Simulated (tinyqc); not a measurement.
Worked calculation: propagation of a band-gap error through k.p and effective-mass formulas. Values are carried at full precision from step to step, so a last printed digit may differ when a step is redone from the rounded ones.

Chain, for a gap E (the reference Eg or another value), with Ep and Dso kept: 1/me = 1 + Ep (E + 2 Dso/3)/(E (E + Dso)); g* = 2 - 2 Ep Dso/(3 E (E + Dso)); g1(E) = g1 + (Ep/3)(1/E - 1/Eg), g2(E) = g2 + (Ep/6)(1/E - 1/Eg), light hole 1/(g1 + 2 g2), heavy hole 1/(g1 - 2 g2) along [100]; optical constant ei(E) = 1 + (ei - 1)(EP/(EP + E - Eg))^2, static e0(E) = ei(E) + e0 - ei.

Constants: Ry = 13.60569312 eV; a0 (Bohr radius) = 0.5291772105 angstrom; kB = 8.617333262e-05 eV/K; hbar^2/2m0 = 3.80998211 eV angstrom^2.

Values chosen for the exercise (reference values near those of CdTe, gap at low temperature; shifted at random, so the results belong to these values and not to a real crystal):
- Eg = 1.59 eV (gap at Gamma to the s-like level)
- Dso = 0.903 eV (spin-orbit splitting)
- Ep = 18.6 eV (Kane energy)
- g1 = 5.33 (Luttinger gamma1)
- g2 = 1.7 (gamma2)
- e0 = 10.03 (static dielectric constant)
- ei = 7.1 (optical dielectric constant)
- EP = 5.32 eV (mean (Penn) gap)
- Eg2 = 2.592 eV (a wrong gap, of the size a hybrid with far too much exact exchange can give)
- mh = 0.36 m0 (density-of-states mass of the holes)
- T = 400 K (temperature)
- k = 0.045 1/angstrom (wave vector)

## Masses, g factor and screening for both gaps

Evaluate the chain at Eg and at Eg2.

Band values at the two gaps:
```
quantity      at Eg  at Eg2  ratio
me          0.08861  0.1323  1.493
g*          -0.8248  0.7640      -
g1            5.330   3.823  0.717
g2            1.700  0.9463  0.557
light hole   0.1145  0.1750  1.528
heavy hole   0.5181  0.5181  1.000
ei            7.100   5.320  0.749
e0            10.03   8.250  0.822
```

The gap is off by a factor of 1.63; the electron mass follows with 1.49 and the light hole with 1.53, while the heavy hole, which does not couple to the conduction level, keeps its value. The optical constant changes less, by -25 %, as it answers to the mean gap, which shifts by the same +1.00 eV on a base of 5.32 eV. g* moves by +1.59; remote bands, left out here, shift it by tenths or, where it is large, by some per cent.

## Binding energies and densities for both gaps

Donor: R = Ry me/e0^2, a_B = a0 e0/me, Mott density (0.26/a_B)^3. Nc, Nv = 2 (m kT/(4 pi c))^(3/2), c = hbar^2/2m0, ni = sqrt(Nc Nv) exp(-E/2kT). Exciton: Ry mu/e0^2 with 1/mu = 1/me + g1(E). 1 angstrom^-3 = 1e24 cm^-3.

Use the values of the table.

Results:
```
quantity                  at Eg     at Eg2     ratio
R (meV)                   11.98      26.45      2.21
a_B (angstrom)            59.90      32.99     0.551
Mott density (cm^-3)  8.178e+16  4.893e+17      5.98
Nc (cm^-3)            1.019e+18  1.859e+18      1.82
ni (cm^-3)            2.807e+08      184.7  6.58e-07
exciton (meV)             8.140      17.57      2.16
```

Power laws carry the error on: the donor energy (me/e0^2) by a factor of 2.21, the Mott density (cube of me/e0) by 5.98. ni, with its exponential, changes by a factor of 6.58e-07, that is 6.2 decades.

## A scissor shift and what it does not mend

A rigid shift D = Eg - Eg2 of the conduction band restores the gap but leaves the curvature, so the mass stays me(Eg2); redoing the sum 1/m = 1 + Ep (E + 2 Dso/3)/(E (E + Dso)) with E = Eg and the same Ep gives another mass. For optics, eps2 at the edge goes as |p|^2/E^2: a rigid shift keeps the dipole elements p/E, while shifting the energies under unchanged p scales eps2 by (Eg2/Eg)^2.

shift D = -1.002 eV
mass under a rigid shift = 0.1323 m0
mass from the sum with the corrected gap = 0.0886 m0
factor on eps2 if p is left unscaled = 2.658

The rigid shift leaves the mass off by a factor of 1.49. The mass from the corrected gap is the reference me(Eg) here, because the exercise keeps Ep fixed; a real correction of the gap depends on k and changes Ep as well.

## Far from the edge the relative error shrinks

Two-level dispersion E(k) = sqrt(E^2/4 + Ep c k^2) - E/2 at k/4, k, 4k for both gaps, c = hbar^2/2m0.

Energies above the edge:
```
k (1/angstrom)  at Eg (eV)  at Eg2 (eV)  ratio
0.01125             0.0056       0.0035  0.615
0.04500             0.0856       0.0542  0.633
0.18000             0.9162       0.6979  0.762
```

The ratio tends to Eg/Eg2 = 0.61 at k = 0 and goes from 0.615 to 0.762: at large k both curves approach the same slope sqrt(Ep c), while their distance in eV grows towards |Eg - Eg2|/2.

## Checks

- Chain at E = Eg against the inputs g1, g2, ei, e0: they agree to 1e-10 or better.

Run: tinyqc, `OMP_NUM_THREADS=1 python tinyqc.py 1881260 1881261 out.jsonl`; Intel(R) Xeon(R) Processor @ 2.30GHz, one thread, shared host; about 0.01 s of CPU time with all checks.
